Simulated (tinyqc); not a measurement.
Scaling with the misfit: strain-driven roughening and islands of a mismatched epitaxial film. Computed by tinyqc, a small Python program. Command: `OMP_NUM_THREADS=1 python tinyqc.py 3001428 3001429 out.jsonl island walk`. One thread of a shared host (Intel(R) Xeon(R) Processor @ 2.30GHz), about 0.01 s of CPU time with the checks.

Film and substrate share isotropic elastic constants; the film is coherent and biaxially strained.

Inputs (values chosen for the exercise, for a model film):
```
quantity                                      value       unit
misfit |f|                                   0.0254          -
shear modulus G                                37.1        GPa
Poisson ratio nu                               0.32          -
surface energy gamma                          0.819      J/m^2
contact angle of the shallow shape theta_1       13    degrees
contact angle of the steep shape theta_2       23.4    degrees
facet energy of shape 1 over gamma            1.001          -
facet energy of shape 2 over gamma            1.017          -
surface mobility D_s nu_s Omega^2/(k_B T)   2.2e-33  m^6/(J s)
```

Transport: surface diffusion.

Constants: e = 1.602176634e-19 C.

Method:
- M = 2 G (1 + nu)/(1 - nu); stress = M f; energy density w = M f^2.
- A ripple A cos(k x) has the surface chemical potential per volume [gamma k^2 - 2 (1 + nu) w k] A cos(k x), so k_c = 2 (1 + nu) w/gamma. With surface diffusion the amplitude grows at the rate q = B k^2 [2 (1 + nu) w k - gamma k^2], fastest at k_m = (3/4) k_c. B is the surface mobility.
- Shallow faceted island (Tersoff form): E = 4 Gam V^(2/3) tan^(1/3)(theta) - 6 c V tan(theta), Gam = gamma [x/sin(theta) - 1/tan(theta)], x the facet energy over gamma, c = stress^2 (1 - nu)/(2 pi G).
- The barrier is the maximum of E, at V_c = [4 Gam/(9 c)]^3 / tan^2(theta) (1 GPa nm = 1 J/m^2).
- V_c = [4 Gam/(9 c)]^3/tan^2(theta), barrier = (4/3) Gam V_c^(2/3) tan^(1/3)(theta); the growth time is 1/q at k_m.

fastest wavelength = 27.9681 nm

growth time 1/q at k_m = 0.653648 s

critical volume, shape 1 = 25.2198 nm^3

barrier, shape 1 = 4.25673 eV

Misfit scaled at fixed constants:
```
|f| (%)  fastest wavelength (nm)  growth time (s)  V_c of shape 1 (nm^3)  barrier of shape 1 (eV)
0.635                     447.49       4.2837e+04             1.0330e+05               1.0897e+03
0.889                     228.31       2.9027e+03             1.3719e+04               2.8366e+02
1.270                     111.87       1.6733e+02             1.6141e+03               6.8108e+01
1.778                      57.08       1.1339e+01             2.1436e+02               1.7729e+01
2.540                      27.97       6.5365e-01             2.5220e+01               4.2567e+00
3.556                      14.27       4.4291e-02             3.3494e+00               1.1081e+00
```

Halving the misfit stretches the wavelength 4 times, the barrier 16 times, the volume 64 times and the time 256 times: f^(-2), f^(-4), f^(-6), f^(-8). Over these rows the time spans 6.0 decades: strongly mismatched films tend to roughen first, while dilute alloys have time to stay flat. Rows with wavelengths under 10 nm or volumes under 5 nm^3 are beyond the continuum picture.

Extremes, crossings and ranges named in words are read from the listed rows.
